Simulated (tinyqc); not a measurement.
# Doping from resistivity

Problem. A uniform, uncompensated and fully ionised sample has rho = 1/(q N mu), mu = m1 + (m2 (T/300 K)^(-bt) - m1)/(1 + (N/Nr)^am). Find N, mu and the diffusion coefficient mu Vt.

Values chosen for this exercise:
```
symbol,value,unit,meaning
T,300,K,temperature
m1,149,cm^2/(V s),mobility limit at high doping
m2,3780,cm^2/(V s),"mobility limit at low doping, at 300 K"
Nr,2.57e17,cm^-3,reference doping of the mobility law
am,0.541,,exponent of the mobility law
bt,2.3,,temperature exponent of m2
```

Constants: q = 1.602176634e-19 C, kB = 1.380649e-23 J/K, Vt = kB T/q. Results are converted to the units shown.

resistivity = 0.57935799 ohm cm

Solution. With am below 1 the product N mu rises steadily with N, so one doping matches; it is found by iterating N = 1/(q rho mu(N)).

N = 3.100e15 cm^-3
mu = 3475 cm^2/(V s)
diffusion coefficient = 89.84 cm^2/s

tinyqc, about 0.01 s, one thread, Intel Xeon 2.30GHz (shared host): `OMP_NUM_THREADS=1 python tinyqc.py 2110145 2110146 out.jsonl`
